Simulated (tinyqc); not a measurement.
From results back to parameters: five-level k.p model folded onto the conduction band. Four cases, with inputs chosen for the exercise.

Problem. The levels are known; the mass and the g factor at E = Eg are given. Find Ep and Ep2.

Second-order sums for the lowest conduction level at E: 1/m = 1 + Cm + (Ep/3)(2/E + 1/(E + Dso)) - (Ep2/3)(2/(E7 + D2 - E) + 1/(E7 - E)); g/2 = 1 + Cg - (Ep/3)(1/E - 1/(E + Dso)) - (Ep2/3)(1/(E7 - E) - 1/(E7 + D2 - E)). E is counted from the top of the valence band; E = Eg at the edge.

Case 1.

Values chosen (near those of InAs; shifted at random, so the results belong to these values and not to a real crystal): Eg = 0.414 eV (gap at Gamma to the s-like level); Dso = 0.396 eV (spin-orbit splitting); E7 = 4.51 eV (upper Gamma7 conduction level, from the valence top); D2 = 0.16 eV (its spin-orbit splitting, Gamma8 above Gamma7); Cm = -1 (remote term in 1/m); Cg = 0 (remote term in g/2).

m = 0.02375250 m0
g = -14.877361

Case 2.

Values chosen (near those of InP; shifted at random, so the results belong to these values and not to a real crystal): Eg = 1.392 eV (gap at Gamma to the s-like level); Dso = 0.107 eV (spin-orbit splitting); E7 = 4.59 eV (upper Gamma7 conduction level, from the valence top); D2 = 0.07 eV (its spin-orbit splitting, Gamma8 above Gamma7); Cm = -1 (remote term in 1/m); Cg = -0.02 (remote term in g/2).

m = 0.08098704 m0
g = 1.243092

Case 3.

Values chosen (near those of ZnSe; shifted at random, so the results belong to these values and not to a real crystal): Eg = 2.958 eV (gap at Gamma to the s-like level); Dso = 0.408 eV (spin-orbit splitting); E7 = 7.26 eV (upper Gamma7 conduction level, from the valence top); D2 = 0.09 eV (its spin-orbit splitting, Gamma8 above Gamma7); Cm = -2 (remote term in 1/m); Cg = -0.02 (remote term in g/2).

m = 0.15301568 m0
g = 1.284981

Case 4.

Values chosen (near those of InP; shifted at random, so the results belong to these values and not to a real crystal): Eg = 1.419 eV (gap at Gamma to the s-like level); Dso = 0.107 eV (spin-orbit splitting); E7 = 4.61 eV (upper Gamma7 conduction level, from the valence top); D2 = 0.07 eV (its spin-orbit splitting, Gamma8 above Gamma7); Cm = -1.5 (remote term in 1/m); Cg = 0 (remote term in g/2).

m = 0.08350948 m0
g = 1.318125

Find: coefficients of (Ep, Ep2); right-hand sides 1/m - 1 - Cm and 1 + Cg - g/2; Ep, Ep2.

Solution. Both sums are linear in Ep and Ep2, so two equations fix them.

Case 1.

coefficients of (Ep, Ep2) (1/eV):
```
         1         2
1  2.02183  -0.23802
2  0.39363   0.00306
```

right-hand sides 1/m - 1 - Cm and 1 + Cg - g/2: 42.1008  8.4387

Ep, Ep2 (eV): 21.40  4.90

Case 2.

coefficients of (Ep, Ep2) (1/eV):
```
         1         2
1  0.70130  -0.30823
2  0.01709   0.00223
```

right-hand sides 1/m - 1 - Cm and 1 + Cg - g/2: 12.3477  0.3585

Ep, Ep2 (eV): 20.20  5.90

Case 3.

coefficients of (Ep, Ep2) (1/eV):
```
         1         2
1  0.32441  -0.22927
2  0.01366   0.00159
```

right-hand sides 1/m - 1 - Cm and 1 + Cg - g/2: 7.5353  0.3375

Ep, Ep2 (eV): 24.50  1.80

Case 4.

coefficients of (Ep, Ep2) (1/eV):
```
         1         2
1  0.68825  -0.30890
2  0.01647   0.00224
```

right-hand sides 1/m - 1 - Cm and 1 + Cg - g/2: 12.4747  0.3409

Ep, Ep2 (eV): 20.10  4.40

Computed by tinyqc, one run a case: `OMP_NUM_THREADS=1 python tinyqc.py N N+1 out.jsonl` with N = 1081003, 1081012, 1081081, 1081084; one thread of a shared Intel(R) Xeon(R) Processor @ 2.30GHz, about 0.01 s a run at most.
